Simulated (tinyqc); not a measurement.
The coupled modes against doping: free-carrier optics of a doped semiconductor (Drude model with one polar phonon).

eps(E) = ei [1 - Ep^2/(E^2 + i E Gam)] + (es - ei) wT^2/(wT^2 - E^2 - i E gT), with Ep^2 = 8 pi c (e^2/(4 pi eps0)) N/(m ei), c = hbar^2/2m0, N in 1/angstrom^3 (1e-24 per 1/cm^3); Gam = hbar/tau, tau = mu m m0/e with m0/e = 5.685630e-12 kg/C and mu in m^2/(V s). Energies in meV.

Constants: hbar^2/2m0 = 3.80998211 eV angstrom^2; e^2/(4 pi eps0) = 14.39964547 eV angstrom.

Values chosen for the exercise (mass and dielectric values near those of SiC; N and mu are free inputs; interband absorption and the rise of the mass with filling are left out; shifted at random, so the results belong to these values and not to a real crystal):
- m = 0.422 m0 (conductivity mass)
- ei = 6.64 (high-frequency dielectric constant)
- wT = 99.1 meV (TO phonon)
- es = 9.75 (static dielectric constant)

L-, L+ solve E^4 - (wL^2 + Ep^2) E^2 + Ep^2 wT^2 = 0, wL = wT sqrt(es/ei); damping left out; energies in meV.

Modes:
```
N (1/cm^3)      Ep     L-      L+  Ep sqrt(ei/es)
9.0e+17      21.04  17.28  120.68           17.37
3.0e+18      38.42  31.17  122.17           31.71
9.0e+18      66.55  51.88  127.11           54.92
2.0e+19      99.20  70.88  138.70           81.87
3.0e+19     121.50  79.68  151.11          100.27
6.0e+19     171.83  89.92  189.37          141.80
1.0e+20     221.83  93.90  234.12          183.06
3.0e+20     384.22  97.49  390.56          317.07
9.0e+20     665.49  98.58  669.01          549.19
```

wL = 120.09 meV

How do the results move, and what explains it?

At low density L- follows Ep sqrt(ei/es) (17.28 against 17.37), a plasmon screened by the lattice, and L+ starts at wL. At the highest density L- has come within 0.52 meV of wT, since the carriers screen the field that lifts wL, and L+ is within 3.52 meV of Ep. The branches are closest, 67.82 meV, at 2e+19 1/cm^3 of those listed. The mass is held fixed, while in a real band it rises with filling.

(tinyqc, `OMP_NUM_THREADS=1 python tinyqc.py 1652009 1652010 out.jsonl`, Intel(R) Xeon(R) Processor @ 2.30GHz, 1 thread, shared host, about 0.01 s.)
